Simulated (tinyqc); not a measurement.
# Lossy on-chip transmission line with skin effect: effect of the length

A uniform line in a homogeneous dielectric: c = sqrt(er)/(c0 Z0), l = Z0 sqrt(er)/c0 (c0 = 299792458 m/s), g = w c td, w = 2 pi f. The resistance joins its limits as r = sqrt(r_dc^2 + r_hf^2), with r_dc = rho/(wd th), r_hf = kr rho/(2 delta (wd + th)), delta = sqrt(rho/(pi f mu0)), mu0 = 4 pi 1e-7 H/m; this is an interpolation, and internal inductance, up to 0.05 nH/mm at low frequency, is neglected.

gamma = sqrt((r + i w l)(g + i w c)) = alpha + i beta, Zc = sqrt((r + i w l)/(g + i w c)), roots with positive real part; loss 8.685889638 alpha in dB; phase velocity w/beta. ZL = 1/(1/RL + i w CL); reflection (ZL - Zc)/(ZL + Zc); Zin = Zc (ZL + Zc tanh(gamma len))/(Zc + ZL tanh(gamma len)); H = V_load/V_source = [Zin/(Zin + Rg)]/[cosh(gamma len) + (Zc/ZL) sinh(gamma len)].

Values chosen for this exercise: width of the strip wd = 0.65 um; thickness of the strip th = 0.6 um; resistivity rho = 2.2 uohm cm; relative permittivity er = 3.9; loss tangent td = 0.02; lossless impedance sqrt(l/c) Z0 = 60 ohm; factor for crowding and the return path kr = 1.2; source resistance Rg = 10 ohm; load resistance RL = 1e5 ohm; load capacitance CL = 300 fF; frequency f = 4 GHz.

The same in every row: r (ohm/mm) = 57.12; r/(w l) = 5.750; loss (dB/mm) = 2.263; |Zc| (ohm) = 144.9; phase velocity over c0 = 0.2762.

Effect of the length:

| len (mm) | length in wavelengths | \|H\| (dB) |
|---|---|---|
| 0.42 | 0.02029 | -0.04513 |
| 0.73 | 0.03526 | -0.2966 |
| 1.3 | 0.06280 | -1.283 |
| 2.2 | 0.1063 | -3.702 |
| 3.9 | 0.1884 | -8.553 |
| 6.9 | 0.3333 | -15.69 |
| 12 | 0.5797 | -27.13 |
| 21 | 1.014 | -47.50 |

As len goes from 0.42 to 21, the loss stays at 2.26 dB/mm, |Zc| stays at 145 ohm and |H| goes from -0.0451 to -47.5 dB, with its highest value among the rows, -0.0451 dB, at len = 0.42.

tinyqc, about 0.01 s, one thread, Intel Xeon 2.30GHz (shared host): `OMP_NUM_THREADS=1 python tinyqc.py 2810152 2810153 out.jsonl`
